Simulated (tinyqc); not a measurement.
Changing the bath conductivity kappa: electroplating on a thin resistive seed layer: kinetics, Wagner number and the terminal effect across a wafer. Computed by tinyqc, a small Python program. Command: `OMP_NUM_THREADS=1 python tinyqc.py 3120887 3120888 out.jsonl terminal sweep`. One thread of a shared host (Intel(R) Xeon(R) Processor @ 2.30GHz), about 0.07 s of CPU time with the checks.

Current enters the seed at the rim. The bath is treated as a local resistance per area (no lateral flow in the liquid), two electrons per ion, molar volume 7.11 cm^3/mol, Faraday constant F = e N_A, kinematic viscosity 0.01 cm^2/s, omega = 2 pi x rpm/60; k_B T/e is in volts.

Inputs (values chosen for the exercise, of the order of those for copper plating on a thin cobalt or ruthenium seed):
```
quantity,value,unit
wafer radius R,7.5,cm
seed thickness t,22,nm
seed resistivity,15,microohm cm
gap to the anode h,11,cm
extra resistance of a porous plate,0,ohm cm^2
exchange current density i_0,0.026,mA/cm^2
cathodic transfer coefficient alpha,0.52,-
mean current density,28,mA/cm^2
diffusivity of the metal ion,4.7e-06,cm^2/s
metal ion concentration,0.47,mol/L
rotation rate,200,rpm
temperature T,298,K
```

Constants: e = 1.602176634e-19 C; N_A = 6.02214076e+23 1/mol; k_B = 8.617333262e-05 eV/K.

Method:
- Growth rate = i V_m/(2 F). Levich limit i_L = 0.62 x 2 F D^(2/3) omega^(1/2) nu^(-1/6) c. Tafel overpotential eta = (k_B T/(alpha e)) ln(i/i_0); kinetic resistance k_B T/(alpha e i); bath resistance h/kappa + plate; R_s = resistivity/t; Wagner number = kinetic resistance x kappa/R.
- Linearised: with R_t = kinetic + bath resistance the current density obeys (1/r)(r i')' = i R_s/R_t, so i = A I_0(r/l), l = sqrt(R_t/R_s); with x = R/l, edge/centre = I_0(x) and edge/mean = x I_0(x)/(2 I_1(x)).
- Voltage drop in the seed for a uniform current: i R_s R^2/4.
- Full model: seed potential phi(r) with (1/r)(r phi')' = R_s i, where i solves phi = R_b i + (k_B T/(alpha e)) ln(i/i_0) (phi being the driving voltage left at r); phi'(0) = 0 and phi'(R) = R_s i_mean R/2. Solved by collocation to a tolerance of 1e-7.

One run for each value:
```
bath conductivity kappa (S/cm),"edge over centre, full model",Wagner number,bath resistance R_b (ohm cm^2)
0.010,1.089,0.00235,1100.0
0.018,1.163,0.00423,611.1
0.032,1.297,0.00753,343.8
0.058,1.567,0.01364,189.7
0.100,2.059,0.02352,110.0
0.190,3.364,0.04468,57.9
0.330,6.101,0.07760,33.3
0.600,13.501,0.14110,18.3
```

Describe and explain the trends.

Over the rows, edge over centre, full model rises from 1.09 to 13.5 (exponent d ln y / d ln x 0.11 between the first rows and 1.3 between the last); Wagner number rises from 0.00235 to 0.141 (exponent d ln y / d ln x about 1.00 throughout); bath resistance R_b (ohm cm^2) falls from 1100 to 18.3 (exponent d ln y / d ln x about -1.0 throughout). A less conductive bath evens out the terminal effect, although it lowers the Wagner number, which measures only kinetics against the bath.
